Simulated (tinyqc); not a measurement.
## MOSFET in the linear regime without short-channel effects, parameter extraction from computed curves: extraction methods against the body factor

Inversion charge Q = Cox n Vt W0(exp((Vg - VT)/(n Vt))), W0 the Lambert function and n = nf; u = Q/Cox; mobility mu = mu0/(1 + th1 u + th2 u^2); channel resistance Rch = (L - dL)/(W mu Q); Id = Vd/(Rch + Rsd/W). Cox = eps0 eox/tox. Small Vd, no channel-length or drain effects.

From the continuous curve Id(Vg): tangent at peak gm (V_ext = Vg - Id/gm); constant current Id = 0.1 uA W/L; peak of d2Id/dVg2; Y = Id/sqrt(gm) drawn through Vg = VT + 0.6 and VT + 0.8 V, with intercept VT_Y and slope s. Mobilities gm,max L/(W Cox Vd) and s^2 L/(W Cox Vd) with the drawn L. Last column: share of Rsd/W in the total resistance at VT + 0.8 V.

Inputs (values chosen for the exercise); channel values of the order met in silicon transistors:
- T = 300 K (temperature)
- eox = 9.22 (relative permittivity of the gate insulator (close to aluminium oxide))
- tox = 19 nm (insulator thickness)
- mu0 = 350 cm^2/(V s) (low-field mobility)
- th1 = 0.41 1/V (first mobility attenuation factor)
- th2 = 0 1/V^2 (second mobility attenuation factor)
- VT = 0.23 V (threshold voltage)
- W = 1 um (gate width)
- L = 1.7 um (drawn gate length)
- dL = 0.005 um (drawn less effective length)
- Rsd = 420 ohm um (source plus drain resistance)
- Vd = 0.05 V (drain voltage)

Constants: q = 1.602176634e-19 C, kB = 1.380649e-23 J/K, Vt = kB T/q, eps0 = 8.8541878128e-14 F/cm where lengths are in cm. Results are converted to the units shown.

Result of one run:
columns A: nf; B: V_ext (V); C: constant current (V); D: second derivative (V); E: VT_Y (V); F: mobility from gm (cm^2/(V s)); G: mobility from Y (cm^2/(V s)); H: series share (%)
```
A        B      C      D      E    F    G     H
1.3  0.236  0.212  0.221  0.275  253  315  1.98
```

What becomes of these results when the body factor nf is changed from 1.3 to 1.7, all else the same?

Result of the changed run:
columns A: nf; B: V_ext (V); C: constant current (V); D: second derivative (V); E: VT_Y (V); F: mobility from gm (cm^2/(V s)); G: mobility from Y (cm^2/(V s)); H: series share (%)
```
A        B      C      D      E    F    G     H
1.7  0.231  0.191  0.216  0.276  243  304  1.94
```

The whole series:
columns A: nf; B: V_ext (V); C: constant current (V); D: second derivative (V); E: VT_Y (V); F: mobility from gm (cm^2/(V s)); G: mobility from Y (cm^2/(V s)); H: series share (%)
```
A        B      C      D      E    F    G     H
1    0.238  0.226  0.223  0.273  263  323  2.02
1.1  0.237  0.222  0.222  0.274  260  321  2.00
1.2  0.237  0.217  0.222  0.275  256  318  1.99
1.3  0.236  0.212  0.221  0.275  253  315  1.98
1.4  0.235  0.207  0.220  0.276  250  312  1.97
1.5  0.233  0.202  0.218  0.276  248  309  1.96
1.6  0.232  0.197  0.217  0.276  245  307  1.95
1.7  0.231  0.191  0.216  0.276  243  304  1.94
```

The model has VT = 0.23 V and mu0 = 350 cm^2/(V s). Over the table the extracted thresholds move by 7.0 mV (tangent), 35 mV (constant current), 7.0 mV (second derivative), 3.9 mV (Y function). The mobility from gm falls from 263 to 243 and that from Y falls from 323 to 304 cm^2/(V s).

tinyqc, about 0.01 s, one thread, Intel Xeon 2.30GHz (shared host): `OMP_NUM_THREADS=1 python tinyqc.py 2210006 2210007 out.jsonl`
